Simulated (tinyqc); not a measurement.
In-plane mass from two subband densities.

Inverse problem. At zero temperature each occupied subband holds N_k = D (EF - E_k), D = md m0 q/(pi hbar^2) per eV. Two subbands are occupied. Find md, EF - E1 and EF - E2.

Constants: q = 1.602176634e-19 C, hbar = 1.054571817e-34 J s, m0 = 9.1093837015e-31 kg. Results are converted to the units shown.

N1, N2 (cm^-2): 1.0804278e12  1.1e11
E2 - E1 = 53.9 meV

Solution. N1 - N2 = D (E2 - E1) gives D and so md; each N_k/D is a distance to EF.

md = 0.04310 m0
EF - E1 = 60.01 meV
EF - E2 = 6.110 meV

Numbers from tinyqc (`OMP_NUM_THREADS=1 python tinyqc.py 2140123 2140124 out.jsonl`; about 0.2 s on one thread of a shared Intel Xeon 2.30GHz).
